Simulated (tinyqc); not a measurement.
From results back to parameters: Peierls distortion of a half-filled chain. Four cases, with inputs chosen for the exercise.

Problem. The gap 2D and the difference 4 u0 between long and short bonds are given; al and K are hidden. Equilibrium: 1 = (4 al^2/K) mean(sin^2 x/|E|).

Atoms move by +/- u, so bonds change by -/+ 2u and hoppings are t +/- 2 al u. Bands E = -/+ sqrt((2 t cos x)^2 + D^2 sin^2 x) with D = 4 al u, x = k a in (0, pi/2); the gap is 2D. Energy per atom at zero temperature: E(u) = -mean_x sqrt(...) + 2 K u^2; exactly, the mean is (4t/pi) E(1 - z^2), z = D/2t, E the complete elliptic integral of the second kind with parameter m. Coupling lambda = 2 al^2/(pi t K).

Find: al; mean(sin^2 x/|E|); K.

Method. gap = 8 al u0 = 2 al (4 u0) gives al; the mean follows from t and D, equal to (K(m) - E(m))/(pi t m) with m = 1 - z^2; then K = 4 al^2 mean.

Case 1.

Values chosen: t = 2.81 eV (hopping of the even chain).
gap = 2.62330 eV
4 u0 = 0.273261 angstrom

Solution.

al = 4.80 eV/angstrom
mean(sin^2 x/|E|) = 0.2159 1/eV
K = 19.9 eV/angstrom^2

Case 2.

Values chosen: t = 2.42 eV (hopping of the even chain).
gap = 1.66878 eV
4 u0 = 0.208598 angstrom

Solution.

al = 4.00 eV/angstrom
mean(sin^2 x/|E|) = 0.2875 1/eV
K = 18.4 eV/angstrom^2

Case 3.

Values chosen: t = 2.15 eV (hopping of the even chain).
gap = 2.90391 eV
4 u0 = 0.241992 angstrom

Solution.

al = 6.00 eV/angstrom
mean(sin^2 x/|E|) = 0.2340 1/eV
K = 33.7 eV/angstrom^2

Case 4.

Values chosen: t = 1.63 eV (hopping of the even chain).
gap = 0.79648 eV
4 u0 = 0.097132 angstrom

Solution.

al = 4.10 eV/angstrom
mean(sin^2 x/|E|) = 0.4908 1/eV
K = 33.0 eV/angstrom^2

Computed by tinyqc, one run a case: `OMP_NUM_THREADS=1 python tinyqc.py N N+1 out.jsonl` with N = 1652134, 1652333, 1652403, 1652491; one thread of a shared Intel(R) Xeon(R) Processor @ 2.30GHz, about 0.08 s a run at most.
